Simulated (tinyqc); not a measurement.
# Worked calculation: admittance spectroscopy of a deep trap

tinyqc, about 0.01 s, one thread, Intel Xeon 2.30GHz (shared host): `OMP_NUM_THREADS=1 python tinyqc.py 2050107 2050108 out.jsonl` Printed values are rounded.

Schottky contact on an n-type layer with shallow donors Nd (all ionised) and a donor-like deep trap, neutral when filled and positive when empty; depletion approximation. Traps within lam of the depletion edge stay filled. The traps at xt = W - lam, where the level crosses the Fermi level, follow a slow signal and not a fast one. w = 2 pi f.

Values chosen for this exercise; material values close to those of gallium arsenide:
- eps_r = 13 (relative permittivity)
- Nc = 4.34e17 cm^-3 (conduction-band density of states at 300 K)
- vth = 4.6e7 cm/s (thermal velocity at 300 K)
- Nd = 5.2e14 cm^-3 (shallow donor density)
- Vbi = 1.02 V (built-in voltage)
- Et = 0.2 eV (depth of the trap below the conduction edge)
- sn = 4.9e-15 cm^2 (capture cross-section)
- Nt = 5.7e13 cm^-3 (trap density)
- Vr = 0.4 V (reverse bias)
- f = 5400 Hz (signal frequency)
- T = 153 K (temperature)

Constants: q = 1.602176634e-19 C, kB = 1.380649e-23 J/K, eps0 = 8.8541878128e-14 F/cm where lengths are in cm. Results are converted to the units shown.

## Widths and limiting capacitances

lam = sqrt(2 eps0 eps_r (EF - ET)/(q Nd)), EF - ET = Et - (kB T/q) ln(Nc(T)/Nd), Nc(T) = Nc (T/300 K)^1.5. In the steady state at the band bending V, 2 eps0 eps_r V/q = Nd W^2 + Nt (W - lam)^2 (the second term only if W > lam). V = Vbi + Vr. C_HF = eps0 eps_r/W, C_LF = eps0 eps_r (Nd + Nt)/(Nd W + Nt xt).

lam = 586.822 nm
W = 1930.25 nm
xt = 1343.43 nm
C_HF = 5.96318 nF/cm^2
C_LF = 6.14782 nF/cm^2

The step is 3.10 % of C_HF.

## Admittance at the signal frequency

Emission rate en = sn vth(T) Nc(T) exp(-Et/kB T) = sn g T^2 exp(-Et/kB T), g = vth Nc/(300 K)^2, as vth goes as T^0.5 and Nc as T^1.5 (degeneracy factor 1). Inflection frequency w0 = 2 en [1 + Nt xt/(Nd W)]; C = C_HF + (C_LF - C_HF)/(1 + (w/w0)^2), G/w = (C_LF - C_HF)(w/w0)/(1 + (w/w0)^2).

en = 6571.11 1/s
w0/(2 pi) = 2251.22 Hz
C = 5.99052 nF/cm^2
G/w = 0.0655757 nF/cm^2

The signal is faster than the trap, which mostly does not follow it.
